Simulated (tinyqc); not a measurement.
Inside a calculation. Method: plane-wave Kohn-Sham cycle with exchange-only LDA in a layered model solid. One step of it, computed by the program tinyqc.

Problem. Iteration 1: Hamiltonian at one k. H(m,m') = (k + G_m)^2/2 delta + V(G_m - G_m'), with V(-G) = V(G).

A solid whose potential varies along x alone (atomic units):
```
parameter                      value
period a                   10.800000
cross-section of the cell  22.000000
electrons per cell                 4
grid points                       16
plane waves -n..n, n               3
k points                           1
V1 in V1 cos(2 pi x/a)     -0.590000
```

V(G_m), m = 0, 1, 2, ... (hartree): [-0.252384, -0.295000, 0.000000, 0.000000, 0.000000, 0.000000, 0.000000]

k = 0.000000 2 pi / a

Give: H.

Solution.

H (hartree), order -3, -2, -1, +0, +1, +2, +3:
```
[[1.271, -0.295, 0.000, 0.000, 0.000, 0.000, 0.000],
 [-0.295, 0.425, -0.295, 0.000, 0.000, 0.000, 0.000],
 [0.000, -0.295, -0.083, -0.295, 0.000, 0.000, 0.000],
 [0.000, 0.000, -0.295, -0.252, -0.295, 0.000, 0.000],
 [0.000, 0.000, 0.000, -0.295, -0.083, -0.295, 0.000],
 [0.000, 0.000, 0.000, 0.000, -0.295, 0.425, -0.295],
 [0.000, 0.000, 0.000, 0.000, 0.000, -0.295, 1.271]]
```
